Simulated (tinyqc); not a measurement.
Worked calculation: alloy A(1-x)B(x) by interpolation with bowing. Values are carried at full precision from step to step, so a last printed digit may differ when a step is redone from the rounded ones.

Each gap follows E(x) = (1 - x) E_A + x E_B - C x (1 - x); the lattice constant follows Vegard, a(x) = (1 - x) a_A + x a_B.

Constants: hc = 1239.841984 eV nm; kB = 8.617333262e-05 eV/K.

Inputs chosen for the exercise (A near Si, B near Ge; shifted at random, so the results belong to these values and not to a real crystal): a = (5.427, 5.663) angstrom (lattice constant of A, B); x = 0.87 (fraction of B); Eg = (4.222, 0.907) eV (gap at Gamma to the s-like level of A, B); EgX = (1.153, 0.929) eV (gap to the lowest valley along Gamma-X of A, B); EgL = (2.128, 0.748) eV (gap to L of A, B); C = (0.173, 0.254, 0) eV (bowing of the Gamma, X and L gaps); Dso = (0.044, 0.292) eV (spin-orbit splitting of A, B); Ep = (21.6, 26.1) eV (Kane energy of A, B); me = (0.1994, 0.0378) m0 (electron mass at Gamma of A, B); Cs = 0 eV (bowing of Dso); md = (0.0547, 0.7, 0.51) m0 (density-of-states masses of Gamma, all X and all L valleys); T = 400 K (temperature).

## Gaps and lattice constant at x

Also give the wavelength hc/E of the lowest gap.

a(x) = 5.6323 angstrom

linear parts (eV): Gamma 1.3379, X 0.9581, L 0.9274

bowing terms C x (1 - x) (eV): Gamma 0.0196, X 0.0287, L 0.0000

gaps (eV): Gamma 1.3184, X 0.9294, L 0.9274

wavelength of the lowest gap = 1336.9 nm

The lowest valley is L, so the gap is indirect; the next, X, lies 2 meV higher.

## Where the valleys cross

The difference of two gaps is a quadratic q2 x^2 + q1 x + q0 with q2 = C_i - C_j, q1 = (E_B - E_A - C)_i - (E_B - E_A - C)_j, q0 = E_A,i - E_A,j; give its roots between 0 and 1 (a dash: none).

Crossings:
```
pair         q2      q1      q0  first root  second root
Gamma-X  -0.081  -3.010   3.069      0.9931            -
Gamma-L   0.173  -2.108   2.094           -            -
X-L       0.254   0.902  -0.975      0.8685            -
```

The lowest valley changes at x = 0.869 (X to L, gap 0.929 eV). The other crossings lie above the lowest valley.

## Electron mass of the alloy

Mass at Gamma from the Kane formula 1/m = F + Ep (Eg + 2 Dso/3)/(Eg (Eg + Dso)). F is fixed by the masses of A and B and interpolated linearly, as is Ep; Eg and Dso carry their bowing.

Compare with the linear interpolation of the masses.

F of A, B: -0.0834  0.0149

Ep, Eg, Dso at x (eV): 25.5150  1.3184  0.2598

m(x) from the Kane formula = 0.0547 m0
m(x) linear = 0.0588 m0

The Kane value lies 7.0 % below the linear one. The Gamma valley is not the lowest at this x.

## Shares of the electrons in the valleys

Non-degenerate: n_i proportional to md_i^(3/2) exp(-E_i/kT).

md^(3/2): Gamma 0.0128, X 0.5857, L 0.3642

(E - E_min)/kT: Gamma 11.34, X 0.06, L 0.00

shares: Gamma 0.000, X 0.603, L 0.397

X holds most electrons (60.3 %), although L is the lowest valley: the heavier valleys win by their density of states.

## Checks

- The Gamma and X gaps at their crossing x = 0.9931 (eV): both 0.9288.
- The X and L gaps at their crossing x = 0.8685 (eV): both 0.9294.

tinyqc: `OMP_NUM_THREADS=1 python tinyqc.py 1051573 1051574 out.jsonl`; about 0.01 s, one thread, shared Intel(R) Xeon(R) Processor @ 2.30GHz.
